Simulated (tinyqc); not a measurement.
Inside a calculation. Model: precursor delivery by bubblers, mass-transport growth and the solid composition of a III-V alloy. Computed by tinyqc, a small Python program that keeps every step. Command: `OMP_NUM_THREADS=1 python tinyqc.py 3017549 3017550 out.jsonl movpe_thermo walk`. One thread of a shared host (Intel(R) Xeon(R) Processor @ 2.30GHz), about 0.01 s of CPU time with the checks. Intermediate numbers are printed to about 5 digits and carried at full precision; extremes and crossings named in words are read from the listed rows.

1 sccm = 44.615 micromol/min; 1 torr = 133.322 Pa. The sources decompose fully at the surface.

Inputs (values chosen for the exercise, modelled on trimethylgallium (source 1) and trimethylindium (source 2) for the vapour pressures): bath temperature T1 = 261 K; bath temperature T2 = 299 K; bubbler pressure p_b = 1000 torr; carrier flow F1 = 34 sccm; carrier flow F2 = 49 sccm; total flow F_t = 3.5 slm; group-V flow F_V = 22 sccm; reactor pressure p = 40 torr; growth temperature T = 1030 K; diffusivity at 273 K and 760 torr = 0.37 cm^2/s; flow cross-section A = 63 cm^2; distance from the leading edge z = 8.7 cm; lattice constant a = 5.94 angstrom; interaction L0 of the solid = 14.5 kJ/mol; log10 of p_B,eq over pure BC at 1000 K and 1 torr of group V (exaggerated: liquid indium has about -4.1) = -1.6 log10 torr; enthalpy of that equilibrium H = 345 kJ/mol.

Alloy: mixing on the group-III sites, with desorption of B.

constants a, b of source 1 (log10 torr, K): [8.05, 1703]

constants a, b of source 2 (log10 torr, K): [10.52, 3014]

Constants: k_B = 1.380649e-23 J/K; R = 8.314462618 J/(mol K).

## Bubblers

log10 p_v = a - b/T_bath; molar flow = F x 44.615 x p_v/(p_b - p_v) for a saturated bubbler.

vapour pressure 1 = 33.504 torr

molar flow 1 = 52.584 micromol/min

vapour pressure 2 = 2.7525 torr

molar flow 2 = 6.0340 micromol/min

One kelvin of bath error changes flow 1 by 6.0 % and flow 2 by 7.8 %.

## Partial pressures in the reactor

p_i = p n_i/(44615 F_t), F_t in slm; p_V = p F_V/(1000 F_t), counted per molecule supplied; V/III = 44.615 F_V/(n1 + n2); vapour fraction of source 2 = n2/(n1 + n2).

p_1 = 0.013470 torr

p_2 = 0.0015457 torr

p_V = 0.25143 torr

V/III ratio = 16.744

vapour fraction of source 2 = 0.10294

## Mass transport

Mean velocity u = (F_t/A)(760/p)(T/273); D = D0 (T/273)^1.75 (760/p); boundary layer delta = sqrt(pi D z/u); flux = D dp/(delta k_B T); growth rate = flux x a^3/4.

velocity u = 66.375 cm/s

D = 71.802 cm^2/s

boundary layer delta = 5.4375 cm

growth rate per torr of group III = 233.52 micrometre/(h torr)

Caution: the boundary layer is a quarter or more of the root of the cross-section, so it fills much of the channel and depletion along the flow matters.

## Solid composition

A sticks fully. B desorbs: its surface pressure is p_B* = x gamma_B K/sqrt(p_V), ln gamma_B = L0 (1 - x)^2/(R T), K = 10^(log10 K at 1000 K) exp[-(H/R)(1/T - 1/1000)], p_V in torr. With equal diffusivities x = (p_2 - p_B*)/(p_1 + p_2 - p_B*). Growth rate = rate per torr x p_1/(1 - x).

K/sqrt(p_V) = 0.16775 torr

solid fraction x = 0.0016795

share of B incorporated, 1 - p_B*/p_2 = 0.014661

growth rate = 3.1508 micrometre/h

Only 1 % of the B supplied is built in; more group V or a lower T would raise it.

## Incorporation against temperature

A sticks fully. B desorbs: its surface pressure is p_B* = x gamma_B K/sqrt(p_V), ln gamma_B = L0 (1 - x)^2/(R T), K = 10^(log10 K at 1000 K) exp[-(H/R)(1/T - 1/1000)], p_V in torr. With equal diffusivities x = (p_2 - p_B*)/(p_1 + p_2 - p_B*).

At fixed flows:
```
T (K)  K/sqrt(p_V) (torr)        x  share of B incorporated, 1 - p_B*/p_2
817            4.6063e-06  0.10278                                0.99829
849            3.1240e-05  0.10194                                0.98920
878            1.5696e-04  0.09828                                0.94982
899            4.7340e-04  0.09006                                0.86253
923            1.5720e-03  0.06851                                0.64100
946            4.6896e-03  0.03887                                0.35247
972            1.5159e-02  0.01546                                0.13685
1011           7.8680e-02  0.00344                                0.03004
```

x equals the vapour fraction 0.103 while gamma_B K/sqrt(p_V) is small against p_1 + p_2 = 0.015 torr and falls once it is not. Between the last rows the apparent energy R d ln x/d(1/T) is 315 kJ/mol, against H = 345.

Checks made by the program: the sensitivity to the bath against a difference (relative difference below 1e-10).
